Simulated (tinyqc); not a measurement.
## Line constants from open and short measurements

Inverse problem. A uniform line of length len, under a quarter wavelength, has Z_open = Zc coth(gamma len) and Z_short = Zc tanh(gamma len); gamma Zc = r + i w l and gamma/Zc = g + i w c, w = 2 pi f. Find r, l and c.

Parameters, values chosen for the exercise:
- len = 1.4 mm (length)
- f = 12 GHz (frequency)

Zin with the far end open = 9.604040-76.729310i ohm
Zin with the far end shorted = 31.515705+28.916285i ohm

Answer. The product of the two impedances is Zc^2 and their ratio tanh^2(gamma len); the principal branch holds below a quarter wavelength.

r = 17.9 ohm/mm
l = 0.274 nH/mm
c = 110 pF/m

tinyqc, about 0.01 s, one thread, Intel Xeon 2.30GHz (shared host): `OMP_NUM_THREADS=1 python tinyqc.py 2810124 2810125 out.jsonl`
